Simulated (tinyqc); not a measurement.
Ground states by the convex hull: cluster expansion of a binary alloy: correlations, fit, cross-validation and ground states. Computed by tinyqc, a small Python program. Command: `OMP_NUM_THREADS=1 python tinyqc.py 3015713 3015714 out.jsonl clex walk`. One thread of a shared host (Intel(R) Xeon(R) Processor @ 2.30GHz), about 0.02 s of CPU time with the checks.

s = +1 for A and -1 for B. Energy per site E = J0 + J1 P(point) + sum over clusters of m V P, with P the mean product of spins; V > 0 on a pair favours unlike neighbours. Clusters per site m: pair 1 6, pair 2 3, pair 3 12, triplet 8; the triplet is the triangle of first neighbours. Formation energies are counted from the line between pure A and pure B, which removes J0 and J1.

Inputs (values chosen for the exercise, for a model alloy): first-pair interaction V1 = 9.35 meV; second-pair interaction V2 = -4 meV; third-pair interaction V3 = -0.11 meV; triplet interaction Vt = 0.31 meV; noise amplitude = 0.29 meV/site.

Lattice: fcc.

Method:
- Design matrix of formation energies: m (P - 1) for pairs and m (P(triplet) - P(point)) for the triplet; x = (1 - P(point))/2.
- Exact: X V with V = (V1, V2, V3, Vt). The data to fit add the noise amplitude times the normal numbers, standing for what the clusters leave out.
- Leave out pair 3: A = X^T X and b = X^T E (E being the data with noise) over these three columns; solve A V = b. The root-mean-square error runs over the structures between the pure ends.
- Height above the hull = E less the lowest straight line between two structures that bracket x (or the lowest structure at the same x). The three-term fit is X V with the fitted values.

correlations P, counted on periodic cells, rows A, A3B L1_2, A3B D0_22, A3B (001) layers, A2B (001) layers, AB L1_0, AB L1_1, A2B2 (001) layers, AB2 (001) layers, AB3 L1_2, AB3 D0_22, AB3 (001) layers, B, columns point, pair 1, pair 2, pair 3, triplet:
```
[[1.00000, 1.00000, 1.00000, 1.00000, 1.00000],
 [0.50000, 0.00000, 1.00000, 0.00000, -0.50000],
 [0.50000, 0.00000, 0.66667, 0.33333, -0.50000],
 [0.50000, 0.33333, 0.66667, 0.00000, 0.50000],
 [0.33333, 0.11111, 0.55556, -0.33333, 0.33333],
 [0.00000, -0.33333, 1.00000, -0.33333, 0.00000],
 [0.00000, 0.00000, -1.00000, 0.00000, 0.00000],
 [0.00000, 0.33333, 0.33333, -0.33333, 0.00000],
 [-0.33333, 0.11111, 0.55556, -0.33333, -0.33333],
 [-0.50000, 0.00000, 1.00000, 0.00000, 0.50000],
 [-0.50000, 0.00000, 0.66667, 0.33333, 0.50000],
 [-0.50000, 0.33333, 0.66667, 0.00000, -0.50000],
 [-1.00000, 1.00000, 1.00000, 1.00000, -1.00000]]
```

standard normal numbers for the noise (0 for the pure ends): A 0.000, A3B L1_2 -1.641, A3B D0_22 0.282, A3B (001) layers 0.907, A2B (001) layers -0.541, AB L1_0 -0.087, AB L1_1 1.813, A2B2 (001) layers 0.171, AB2 (001) layers 1.109, AB3 L1_2 0.881, AB3 D0_22 -0.672, AB3 (001) layers 0.500, B 0.000

X, rows A, A3B L1_2, A3B D0_22, A3B (001) layers, A2B (001) layers, AB L1_0, AB L1_1, A2B2 (001) layers, AB2 (001) layers, AB3 L1_2, AB3 D0_22, AB3 (001) layers, B, columns pair 1, pair 2, pair 3, triplet:
```
[[0.0000, 0.0000, 0.0000, 0.0000],
 [-6.0000, 0.0000, -12.0000, -8.0000],
 [-6.0000, -1.0000, -8.0000, -8.0000],
 [-4.0000, -1.0000, -12.0000, 0.0000],
 [-5.3333, -1.3333, -16.0000, 0.0000],
 [-8.0000, 0.0000, -16.0000, 0.0000],
 [-6.0000, -6.0000, -12.0000, 0.0000],
 [-4.0000, -2.0000, -16.0000, 0.0000],
 [-5.3333, -1.3333, -16.0000, 0.0000],
 [-6.0000, 0.0000, -12.0000, 8.0000],
 [-6.0000, -1.0000, -8.0000, 8.0000],
 [-4.0000, -1.0000, -12.0000, 0.0000],
 [0.0000, 0.0000, 0.0000, 0.0000]]
```

fitted V1, V2, Vt (meV): [9.12995, -4.14906, 0.32421]

exact energies (meV/site): A 0.0000, A3B L1_2 -57.2600, A3B D0_22 -53.7000, A3B (001) layers -32.0800, A2B (001) layers -42.7733, AB L1_0 -73.0400, AB L1_1 -30.7800, A2B2 (001) layers -27.6400, AB2 (001) layers -42.7733, AB3 L1_2 -52.3000, AB3 D0_22 -48.7400, AB3 (001) layers -32.0800, B 0.0000

Hull among these structures (meV/site):
```
structure               x  exact E  above hull  fitted E  above hull, fit
A                  0.0000    0.000       0.000     0.000            0.000
A3B L1_2           0.2500  -57.260       0.000   -57.373            0.000
A3B D0_22          0.2500  -53.700       3.560   -53.224            4.149
A3B (001) layers   0.2500  -32.080      25.180   -32.371           25.003
A2B (001) layers   0.3333  -42.773      19.747   -43.161           19.434
AB L1_0            0.5000  -73.040       0.000   -73.040            0.000
AB L1_1            0.5000  -30.780      42.260   -29.885           43.154
A2B2 (001) layers  0.5000  -27.640      45.400   -28.222           44.818
AB2 (001) layers   0.6667  -42.773      16.440   -43.161           15.976
AB3 L1_2           0.7500  -52.300       0.000   -52.186            0.000
AB3 D0_22          0.7500  -48.740       3.560   -48.037            4.149
AB3 (001) layers   0.7500  -32.080      20.220   -32.371           19.815
B                  1.0000    0.000       0.000     0.000            0.000
```

lowest exact formation energy = -73.04 meV/site

What does the comparison show, and why?

On the exact hull: A, A3B L1_2, AB L1_0, AB3 L1_2, B. The fit finds the same set. A structure at zero height may lie on a tie line without being a vertex, and structures outside this list could lie lower.

Extremes, crossings and ranges named in words are read from the listed rows.
